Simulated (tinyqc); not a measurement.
Worked calculation: equilibrium and kinetic segregation of a solute to boundaries and growing surfaces. Computed by tinyqc, a small Python program that keeps every step. Command: `OMP_NUM_THREADS=1 python tinyqc.py 3031461 3031462 out.jsonl segreg walk`. One thread of a shared host (Intel(R) Xeon(R) Processor @ 2.30GHz), about 0.01 s of CPU time with the checks. Intermediate numbers are printed to about 6 digits and carried at full precision; extremes and crossings named in words are read from the listed rows.

Inputs (values chosen for the exercise, modelled on a solute in a copper line):
```
quantity,value,unit
segregation energy Q,0.491,eV
total solute fraction x0,0.0019,-
temperature T,850,K
grain size d,140,nm
boundary thickness delta,0.37,nm
atomic volume Omega,11.81,angstrom^3
clean boundary energy gamma_0,0.48,J/m^2
bulk diffusivity D,2.3e-18,m^2/s
anneal time t,3200,s
exchange barrier E_b,1.39,eV
surface segregation energy E_s,0.26,eV
growth temperature T_g,640,K
growth rate,0.99,monolayers/s
```

Isotherm: Langmuir-McLean.

Constants: k_B = 8.617333262e-05 eV/K; 1 eV/angstrom^2 = 16.02176634 J/m^2.

## Coverage for very large grains

With theta the solute fraction on boundary sites and x that in the grains, theta/(1 - theta) = [x/(1 - x)] exp[Q/(k_B T)]. The coverage theta_inf is that for x = x0.

coverage theta_inf = 0.608096

## Depletion of small grains

Finite grains: boundary sites are the fraction f = 3 delta/d, and x0 = (1 - f) x + f theta; solve both equations for theta; share at boundaries = f theta/x0.

site fraction f = 0.00792857

coverage theta = 0.201027

fraction x left in the grains = 3.08586e-04

share of solute at boundaries = 83.8874 %

enrichment theta/x = 651.447

84 % of the solute sits at boundaries; for a dopant that share is electrically lost. The supply limits the coverage, which stays well below theta_inf.

## Boundary energy

Gibbs adsorption for this isotherm in a dilute matrix: gamma = gamma_0 + Gam_0 [k_B T ln(1 - theta)], Gam_0 = delta/Omega sites per area.

Gam_0 = 31.3294 1/nm^2

boundary energy gamma = 0.397485 J/m^2

Segregation lowers gamma by 17 %, and the driving force of grain growth with it.

## How fast the boundary fills

McLean kinetics from a uniform start, fed from both sides, with a constant enrichment beta = theta_inf/x0: (theta - x0)/(theta_inf - x0) = 1 - exp(s^2) erfc(s), s = 2 sqrt(D t)/(beta delta); half filling at s = 0.7691, t = (0.7691 beta delta/2)^2/D. D is an input and does not follow T.

s = 1.44893

degree of filling = 0.669856

time to half filling = 901.609 s

diffusion length sqrt(D t) = 85.7904 nm

Caution: sqrt(D t) reaches across the grain, so the semi-infinite solution overstates the filling. Caution: half of theta_inf exceeds the equilibrium coverage of grains of this size, so half filling is never reached in them. Caution: by the time of half filling the diffusion length reaches across the grain, so the real time is longer or half filling is never reached.

## Segregation at a growing surface

Two-state exchange during growth, dilute: jump up r_u = nu exp(-E_b/(k_B T_g)), jump back r_d = r_u exp(-E_s/(k_B T_g)), nu = 1e13 1/s. In the time 1/R of one monolayer the share carried up is p = [r_u/(r_u + r_d)] [1 - exp(-(r_u + r_d)/R)]; the tail decays as p^n, length -1/ln p monolayers; the equilibrium limit has p = r_u/(r_u + r_d).

r_u = 113.300 1/s

r_d = 1.01583 1/s

share carried up p = 0.991114

decay length = 112.034 monolayers

Exchange is fast against growth: the equilibrium regime, where heating shortens the tail.

## Tail length against growth temperature

The formulas are those given above.

Exchange model:
```
T_g (K),r_u/R,p,length (monolayers),equilibrium limit
463,7.48420e-03,0.007456,2.04136e-01,676.759
496,7.59964e-02,0.073174,3.82422e-01,438.848
523,4.07311e-01,0.334364,9.12805e-01,320.710
549,1.75497e+00,0.824944,5.19642e+00,244.157
571,5.44381e+00,0.990770,1.07836e+02,197.660
593,1.55259e+01,0.993867,1.62558e+02,162.562
625,6.25026e+01,0.992057,1.25395e+02,125.395
673,3.93834e+02,0.988829,8.90141e+01,89.014
754,5.17043e+03,0.982041,5.51818e+01,55.182
```

The length peaks among these rows at 593 K with 163 monolayers. Below, exchange freezes (r_u/R = 0.0075 in the first row); above, the length follows the equilibrium limit, about exp(E_s/(k_B T)), down to 55.2.

## Coverage against grain size

The formulas are those given above.

At T:
```
d (nm),theta,x in the grains,share at boundaries (%)
15,0.025278,0.00003181,98.4495
30,0.049682,0.00006413,96.7494
60,0.095807,0.00012998,93.2857
120,0.177127,0.00026401,86.2331
250,0.306446,0.00054178,71.6117
500,0.433796,0.00093906,50.6857
1000,0.519526,0.00132480,30.3513
5000,0.590942,0.00176920,6.9047
```

From the largest grains to the smallest the share at boundaries rises from 6.9 to 98 %, and x/x0 falls to 0.017. In the dilute limit x/x0 = 1/(1 - f + f exp(Q/(k_B T))), which gives 0.016 at 15 nm.

Checks made by the program: mass balance (relative difference below 1e-10).
